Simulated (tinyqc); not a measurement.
Monte Carlo simulation of one carrier in a uniform electric field: one step, computed by the program tinyqc.

The force e F acts along +z. Flights end at the constant total rate Gamma; the part of Gamma that the real rates do not fill is self-scattering, which leaves k unchanged. One valley, no impurities; equivalent final valleys enter only through Z_f in the optical rate.

Question. Scattering event 2. Parabolic band: E = hbar^2 k^2/(2 m), speed v = hbar k/m, states per spin, volume and energy g(E) = m k/(2 pi^2 hbar^2). Masses are multiplied by m_0 and all formulas are in SI units. Phonon occupation N_q = 1/(exp(hbar w/(k_B T)) - 1). Acoustic deformation potential (elastic, equipartition, absorption and emission together): 1/tau = 2 pi k_B T D_A^2 g(E)/(hbar rho v_l^2). Optical or intervalley deformation potential: 1/tau = (pi Z_f D_o^2/(rho w)) [N_q g(E + hbar w) + (N_q + 1) g(E - hbar w)], with g = 0 below the band edge. Choice: with cumulative rates in the order acoustic, absorption, emission, the process is the first whose sum exceeds r2 Gamma; if none, self-scattering. Final state: E' = E, E + hbar w or E - hbar w gives k'. Isotropic processes: cos(theta) = 1 - 2 r3 from the z axis, phi = 2 pi r4, k' (sin theta cos phi, sin theta sin phi, cos theta). Use row 2 of the random numbers.

Inputs (values chosen for the exercise, modelled on electrons in silicon): effective mass m = 0.322 m_0; density rho = 2329 kg/m^3; sound velocity v_l = 8840 m/s; acoustic deformation potential D_A = 9.9 eV; phonon energy hbar w = 60.4 meV; optical or intervalley deformation potential D_o = 4.8 1e8 eV/cm; final valleys Z_f = 5; lattice temperature T = 400 K.

Crystal: non-polar. Band: parabolic.

k at the end of the flight (1/nm): [-0.2600000, -0.0540000, -0.0317275]

Random numbers (0.02 to 0.98, from up to 60 sets tried for early real events), one row a flight, columns r1, r2, r3, r4:
```
[[0.9153, 0.2940, 0.8471, 0.1284],
 [0.8200, 0.0532, 0.6725, 0.1959],
 [0.4408, 0.1820, 0.5223, 0.3039],
 [0.1064, 0.5012, 0.2403, 0.0673],
 [0.1771, 0.0419, 0.0592, 0.4951],
 [0.4421, 0.8307, 0.0772, 0.7533],
 [0.2579, 0.0649, 0.2870, 0.8137]]
```

Gamma = 43.14382 1e12/s

Constants: hbar = 1.054571817e-34 J s; m_0 = 9.1093837015e-31 kg; e = 1.602176634e-19 C; k_B = 1.380649e-23 J/K; hbar = 6.582119569e-16 eV s; k_B = 8.617333262e-05 eV/K.

Give: cumulative rates; r2 Gamma; process chosen; k after event 2, the start of the next flight.

Answer.

cumulative rates (1e12/s): acoustic 1.625, absorption 2.555, emission 2.555

r2 Gamma = 2.295 1e12/s

Process chosen: absorption

k after event 2, the start of the next flight (1/nm): [0.2387, 0.6751, -0.2632]
